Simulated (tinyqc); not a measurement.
Free-carrier optics of a doped semiconductor (Drude model with one polar phonon): one step. Plasma energy and damping. Five cases, with inputs chosen for the exercise.

Task: Evaluate Ep, tau, Gam, the plasma wavelength hc/Ep (hc = 1239.841984 eV nm) and the dc resistivity 1/(e N mu), e = 1.602176634e-19 C.

eps(E) = ei [1 - Ep^2/(E^2 + i E Gam)] + (es - ei) wT^2/(wT^2 - E^2 - i E gT), with Ep^2 = 8 pi c (e^2/(4 pi eps0)) N/(m ei), c = hbar^2/2m0, N in 1/angstrom^3 (1e-24 per 1/cm^3); Gam = hbar/tau, tau = mu m m0/e with m0/e = 5.685630e-12 kg/C and mu in m^2/(V s). Energies in meV.

Constants: hbar^2/2m0 = 3.80998211 eV angstrom^2; e^2/(4 pi eps0) = 14.39964547 eV angstrom; hbar = 6.58211957e-16 eV s.

Give: Ep; tau; Gam; plasma wavelength; rho.

Case 1.

Values chosen (mass and dielectric values near those of GaAs; N and mu are free inputs; interband absorption and the rise of the mass with filling are left out; the results hold for these values, not for the real material):
- N = 3.4e+18 1/cm^3 (carrier density)
- m = 0.0691 m0 (conductivity mass)
- mu = 2000 cm^2/(V s) (mobility)
- ei = 10.82 (high-frequency dielectric constant)
- wT = 33.1 meV (TO phonon)
- es = 12.59 (static dielectric constant)
- gT = 0.5 meV (phonon damping)

Result:

Ep = 79.19 meV
tau = 78.58 fs
Gam = 8.38 meV
plasma wavelength = 15.66 micrometre
rho = 0.000918 ohm cm

Ep/Gam = 9.45: the plasma edge is sharp.

Case 2.

Values chosen (mass and dielectric values near those of SiC; N and mu are free inputs; interband absorption and the rise of the mass with filling are left out; the results hold for these values, not for the real material):
- N = 4.1e+19 1/cm^3 (carrier density)
- m = 0.385 m0 (conductivity mass)
- mu = 96 cm^2/(V s) (mobility)
- ei = 6.59 (high-frequency dielectric constant)
- wT = 96.9 meV (TO phonon)
- es = 9.85 (static dielectric constant)
- gT = 0.7 meV (phonon damping)

Result:

Ep = 149.27 meV
tau = 21.01 fs
Gam = 31.32 meV
plasma wavelength = 8.31 micrometre
rho = 0.00159 ohm cm

Ep/Gam = 4.77: the edge is smeared by scattering.

Case 3.

Values chosen (mass and dielectric values near those of InSb; N and mu are free inputs; interband absorption and the rise of the mass with filling are left out; the results hold for these values, not for the real material):
- N = 1.8e+17 1/cm^3 (carrier density)
- m = 0.013 m0 (conductivity mass)
- mu = 9800 cm^2/(V s) (mobility)
- ei = 15.92 (high-frequency dielectric constant)
- wT = 22.6 meV (TO phonon)
- es = 17.24 (static dielectric constant)
- gT = 0.4 meV (phonon damping)

Result:

Ep = 34.63 meV
tau = 72.43 fs
Gam = 9.09 meV
plasma wavelength = 35.80 micrometre
rho = 0.00354 ohm cm

Ep/Gam = 3.81: the edge is smeared by scattering.

Case 4.

Values chosen (mass and dielectric values near those of GaN; N and mu are free inputs; interband absorption and the rise of the mass with filling are left out; the results hold for these values, not for the real material):
- N = 7.3e+18 1/cm^3 (carrier density)
- m = 0.198 m0 (conductivity mass)
- mu = 160 cm^2/(V s) (mobility)
- ei = 5.28 (high-frequency dielectric constant)
- wT = 69 meV (TO phonon)
- es = 9.23 (static dielectric constant)
- gT = 0.2 meV (phonon damping)

Result:

Ep = 98.12 meV
tau = 18.01 fs
Gam = 36.54 meV
plasma wavelength = 12.64 micrometre
rho = 0.00534 ohm cm

Ep/Gam = 2.69: the edge is smeared by scattering.

Case 5.

Values chosen (mass and dielectric values near those of InAs; N and mu are free inputs; interband absorption and the rise of the mass with filling are left out; the results hold for these values, not for the real material):
- N = 7e+16 1/cm^3 (carrier density)
- m = 0.0288 m0 (conductivity mass)
- mu = 13000 cm^2/(V s) (mobility)
- ei = 12.04 (high-frequency dielectric constant)
- wT = 26.8 meV (TO phonon)
- es = 14.87 (static dielectric constant)
- gT = 0.5 meV (phonon damping)

Result:

Ep = 16.68 meV
tau = 212.87 fs
Gam = 3.09 meV
plasma wavelength = 74.31 micrometre
rho = 0.00686 ohm cm

Ep/Gam = 5.40: the plasma edge is sharp.

Computed by tinyqc, one run a case: `OMP_NUM_THREADS=1 python tinyqc.py N N+1 out.jsonl` with N = 1681968, 1682035, 1682125, 1682176, 1682282; one thread of a shared Intel(R) Xeon(R) Processor @ 2.30GHz, about 0.01 s a run at most.
